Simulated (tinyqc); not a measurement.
Worked calculation: tight binding, kagome lattice. One step of it, computed by the program tinyqc.

Question. Levels at K. Diagonalise the Hermitian matrix.

H(k) at K (eV), lower triangle (Hermitian):
```
,A,B,C
A,0.000000
B,-0.995000-1.342339i,0.000000
C,-0.995000+1.342339i,-0.995000-1.342339i,0.000000
```

Give: eigenvalues; weights |c|^2 of the basis functions.

Answer.

eigenvalues (eV): -1.990  -1.330  3.320

weights |c|^2 of the basis functions:
```
,band 1,band 2,band 3
A,0.333,0.333,0.333
B,0.333,0.333,0.333
C,0.333,0.333,0.333
```
